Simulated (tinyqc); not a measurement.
Pair-potential crystal by lattice sums. From one set of inputs to another, one input at a time. Computed by tinyqc, a small Python program. Command: `OMP_NUM_THREADS=1 python tinyqc.py 3013929 3013930 out.jsonl pairsum ladder`. One thread of a shared host (Intel(R) Xeon(R) Processor @ 2.30GHz), about 0.06 s of CPU time with the checks.

Energy per atom E = (1/2) sum over neighbours of phi(r); d is the nearest-neighbour distance.

The inputs printed are set A. Inputs not listed in the table keep their values of set A, so the rows need not describe a real material.

Inputs (values chosen for the exercise, for model atoms):
```
quantity               value      unit
well depth eps         0.272        eV
pair minimum r0         3.73  angstrom
cut-off r_c/r0          2.62         -
repulsive exponent n      12         -
attractive exponent m      5         -
```

Potential: Mie n-m. Structure: fcc.

Constants: 1 eV/angstrom^3 = 160.2176634 GPa.

Method:
- phi0(r) = eps [m (r0/r)^n - n (r0/r)^m]/(n - m); shifted-force cut-off: phi(r) = phi0(r) - phi0(r_c) - (r - r_c) phi0'(r_c) for r < r_c, zero beyond.
- Shells (distance in units of d, count): fcc 1.0000 (12), 1.4142 (6), 1.7321 (24), 2.0000 (12), 2.2361 (24), 2.4495 (8), 2.6458 (48), 2.8284 (6), 3.0000 (36), 3.1623 (24); hcp 1.0000 (12), 1.4142 (6), 1.6330 (2), 1.7321 (18), 1.9149 (12), 2.0000 (6), 2.2361 (12), 2.3805 (12), 2.4495 (6), 2.5166 (6), 2.5820 (12), 2.6458 (24), 2.7080 (6), 2.8868 (12), 3.0000 (12), 3.1091 (24), 3.1623 (12); bcc 1.0000 (8), 1.1547 (6), 1.6330 (12), 1.9149 (24), 2.0000 (8), 2.3094 (6), 2.5166 (24), 2.5820 (24), 2.8284 (24), 3.0000 (32); sc 1.0000 (6), 1.4142 (12), 1.7321 (8), 2.0000 (6), 2.2361 (24), 2.4495 (24), 2.8284 (12), 3.0000 (30), 3.1623 (24); diamond 1.0000 (4), 1.6330 (12), 1.9149 (12), 2.3094 (6), 2.5166 (12), 2.8284 (24), 3.0000 (16). Volumes per atom in d^3: fcc 0.70711, hcp 0.70711, bcc 0.76980, sc 1.00000, diamond 1.53960; hcp has the ideal c/a. Every shell inside the cut-off is summed.
- Equilibrium: dE/dd = 0 at the lowest minimum with d between 0.78 r0 and 1.45 r0; B = d^2 E''(d)/(9 Omega).
- Unrelaxed vacancy: removing an atom breaks its bonds (2|E|) and placing it on the surface returns |E|, so E_v = |E|.
- At zero stress C_ijkl = (1/(2 Omega)) sum (phi'' - phi'/r) R_i R_j R_k R_l / r^2 over all neighbours, on cube axes; so C44 = C12 (Cauchy relation). C' = (C11 - C12)/2.

Each row keeps all changes above it:
```
input moved                  from      to  energy per atom (eV)  bulk modulus B (GPa)  C11 (GPa)
set A                           -       -               -2.0920                73.940     102.84
attractive exponent m           5       7               -1.9315                85.024     120.14
well depth eps (eV)         0.272  0.0319               -0.2265                 9.972      14.09
cut-off r_c/r0               2.62     2.4               -0.2195                 9.823      13.87
pair minimum r0 (angstrom)   3.73    3.84               -0.2195                 9.003      12.71
```

Energy per atom goes from -2.09 to -0.220, +1.87 in all. The largest single move comes from well depth eps (+1.7). Bulk modulus B goes from 73.9 to 9.00, a factor 0.122 in all. The largest single move comes from well depth eps (a factor 0.117). C11 goes from 103 to 12.7, a factor 0.124 in all. The largest single move comes from well depth eps (a factor 0.117). The single moves hold for this order of the switches; the total does not depend on the order.

Extremes, crossings and ranges named in words are read from the listed rows.
